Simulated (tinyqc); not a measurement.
Worked calculation: cluster expansion of a binary alloy: correlations, fit, cross-validation and ground states. Computed by tinyqc, a small Python program that keeps every step. Command: `OMP_NUM_THREADS=1 python tinyqc.py 3006598 3006599 out.jsonl clex walk`. One thread of a shared host (Intel(R) Xeon(R) Processor @ 2.30GHz), about 0.08 s of CPU time with the checks. Intermediate numbers are printed to about 6 digits and carried at full precision; extremes and crossings named in words are read from the listed rows.

s = +1 for A and -1 for B. Energy per site E = J0 + J1 P(point) + sum over clusters of m V P, with P the mean product of spins; V > 0 on a pair favours unlike neighbours. Clusters per site m: pair 1 4, pair 2 3, pair 3 6, triplet 12; the triplet is two first-neighbour bonds closed by a second-neighbour bond. Formation energies are counted from the line between pure A and pure B, which removes J0 and J1.

Inputs (values chosen for the exercise, for a model alloy): first-pair interaction V1 = 21.6 meV; second-pair interaction V2 = -1.2 meV; third-pair interaction V3 = 1.7 meV; triplet interaction Vt = 3.9 meV; noise amplitude = 8.9 meV/site; temperature T = 1100 K; fraction x of B = 0.87.

Lattice: bcc.

Constants: k_B = 8.617333262e-05 eV/K.

## Design matrix

correlations P, counted on periodic cells, rows A, A3B D0_3, A3B (001) layers, A2B C11_b, AB B2, AB B32, A2B2 B11, AB (110) layers, AB2 C11_b, AB3 D0_3, AB3 (001) layers, B, columns point, pair 1, pair 2, pair 3, triplet:
```
[[1.00000, 1.00000, 1.00000, 1.00000, 1.00000],
 [0.50000, 0.00000, 0.00000, 1.00000, -0.50000],
 [0.50000, 0.00000, 0.66667, 0.33333, 0.16667],
 [0.33333, -0.33333, 0.55556, 0.11111, -0.11111],
 [0.00000, -1.00000, 1.00000, 1.00000, 0.00000],
 [0.00000, 0.00000, -1.00000, 1.00000, 0.00000],
 [0.00000, 0.00000, 0.33333, -0.33333, 0.00000],
 [0.00000, 0.00000, -0.33333, -0.33333, 0.00000],
 [-0.33333, -0.33333, 0.55556, 0.11111, 0.11111],
 [-0.50000, 0.00000, 0.00000, 1.00000, 0.50000],
 [-0.50000, 0.00000, 0.66667, 0.33333, -0.16667],
 [-1.00000, 1.00000, 1.00000, 1.00000, -1.00000]]
```

Design matrix of formation energies: m (P - 1) for pairs and m (P(triplet) - P(point)) for the triplet; x = (1 - P(point))/2.

X, rows A, A3B D0_3, A3B (001) layers, A2B C11_b, AB B2, AB B32, A2B2 B11, AB (110) layers, AB2 C11_b, AB3 D0_3, AB3 (001) layers, B, columns pair 1, pair 2, pair 3, triplet:
```
[[0.0000, 0.0000, 0.0000, 0.0000],
 [-4.0000, -3.0000, 0.0000, -12.0000],
 [-4.0000, -1.0000, -4.0000, -4.0000],
 [-5.3333, -1.3333, -5.3333, -5.3333],
 [-8.0000, 0.0000, 0.0000, 0.0000],
 [-4.0000, -6.0000, 0.0000, 0.0000],
 [-4.0000, -2.0000, -8.0000, 0.0000],
 [-4.0000, -4.0000, -8.0000, 0.0000],
 [-5.3333, -1.3333, -5.3333, 5.3333],
 [-4.0000, -3.0000, 0.0000, 12.0000],
 [-4.0000, -1.0000, -4.0000, 4.0000],
 [0.0000, 0.0000, 0.0000, 0.0000]]
```

## Formation energies

standard normal numbers for the noise (0 for the pure ends): A 0.000, A3B D0_3 -1.189, A3B (001) layers 1.120, A2B C11_b 0.952, AB B2 1.771, AB B32 0.982, A2B2 B11 -0.209, AB (110) layers 0.230, AB2 C11_b 2.214, AB3 D0_3 1.386, AB3 (001) layers 0.612, B 0.000

Exact: X V with V = (V1, V2, V3, Vt). The data to fit add the noise amplitude times the normal numbers, standing for what the clusters leave out.

exact energies (meV/site): A 0.000, A3B D0_3 -129.600, A3B (001) layers -107.600, A2B C11_b -143.467, AB B2 -172.800, AB B32 -79.200, A2B2 B11 -97.600, AB (110) layers -95.200, AB2 C11_b -101.867, AB3 D0_3 -36.000, AB3 (001) layers -76.400, B 0.000

data (meV/site): A 0.000, A3B D0_3 -140.182, A3B (001) layers -97.632, A2B C11_b -134.994, AB B2 -157.038, AB B32 -70.460, A2B2 B11 -99.460, AB (110) layers -93.153, AB2 C11_b -82.162, AB3 D0_3 -23.665, AB3 (001) layers -70.953, B 0.000

## Normal equations for V1, V2, Vt

Leave out pair 3: A = X^T X and b = X^T E (E being the data with noise) over these three columns; solve A V = b. The root-mean-square error runs over the structures between the pure ends.

matrix A, rows V1, V2, Vt:
```
[[232.889, 94.222, 0.000],
 [94.222, 79.556, 0.000],
 [0.000, 0.000, 376.889]]
```

b (meV): [4796.49, 1943.96, 1786.69]

fitted V1, V2, Vt (meV): [20.5625, 0.0819, 4.7406]

root-mean-square error of the three-cluster fit = 8.30483 meV/site

The fit misses V1 by -1.04, V2 by +1.28 and Vt by +0.84 meV; the omitted V3 = 1.7 meV and the noise shift the fitted values.

## Which clusters to keep

For each set, H = X (X^T X)^-1 X^T over the structures between the ends; residual e = E - H E; leave-one-out error e_i/(1 - H_ii); both as root mean squares.

Fits:
```
clusters     fit error (meV/site)  leave-one-out error (meV/site)  largest H_ii
V1                        30.2656                         32.8761      0.274809
V1 V2                     30.2651                         35.2542      0.532056
V1 V3                     29.5419                         34.0435      0.511530
V1 V2 Vt                   8.3048                         12.5341      0.532056
V1 Vt                      8.3065                          9.2711      0.450778
V1 V2 V3                  29.5352                         36.4586      0.711777
V1 V3 Vt                   5.0711                          7.3530      0.511530
V1 V2 V3 Vt                5.0318                          9.1651      0.711777
```

leave-one-out error without pair 3 = 12.5341 meV/site

leave-one-out error with all four = 9.16512 meV/site

The fit error can only fall as clusters are added, to 5.03 meV with all four. The leave-one-out error is least for V1 V3 Vt (7.35 meV), and all four give 9.17: the extra terms fit noise more than signal.

## Ground states by the convex hull

Height above the hull = E less the lowest straight line between two structures that bracket x (or the lowest structure at the same x). The three-term fit is X V with the fitted values.

Hull among these structures (meV/site):
```
structure               x   exact E  above hull  fitted E  above hull, fit
A                 0.00000     0.000      0.0000     0.000           0.0000
A3B D0_3          0.25000  -129.600      0.0000  -139.383           0.0000
A3B (001) layers  0.25000  -107.600     22.0000  -101.294          38.0890
A2B C11_b         0.33333  -143.467      0.5333  -135.059          12.6963
AB B2             0.50000  -172.800      0.0000  -164.500           0.0000
AB B32            0.50000   -79.200     93.6000   -82.741          81.7583
A2B2 B11          0.50000   -97.600     75.2000   -82.414          82.0860
AB (110) layers   0.50000   -95.200     77.6000   -82.578          81.9221
AB2 C11_b         0.66667  -101.867     13.3333   -84.492          25.1742
AB3 D0_3          0.75000   -36.000     50.4000   -25.608          56.6419
AB3 (001) layers  0.75000   -76.400     10.0000   -63.369          18.8806
B                 1.00000     0.000      0.0000     0.000           0.0000
```

lowest exact formation energy = -172.8 meV/site

On the exact hull: A, A3B D0_3, AB B2, B. The fit finds the same set. A structure at zero height may lie on a tie line without being a vertex, and structures outside this list could lie lower.

## The random alloy and its short-range order

Random alloy: P(pair) = p^2, P(triplet) = p^3, p = 1 - 2x, so H_mix = (p^2 - 1) sum m V(pairs) + (p^3 - p) m Vt; G_mix = H_mix + k_B T [x ln x + (1 - x) ln(1 - x)]. To first order in 1/T the Warren-Cowley parameter of shell 1 is alpha_1 = -(1 - p^2) V_eff/(k_B T), V_eff = V1 + (number of triplets on a first-neighbour bond) p Vt, that number being 6.

mixing enthalpy H_mix = -26.4057 meV/site

mixing free energy G_mix = -63.0315 meV/site

alpha_1 = -0.0204459

alpha_1 < 0: unlike neighbours are preferred.

Checks made by the program: leave-one-out formula against refits (relative difference below 1e-10).
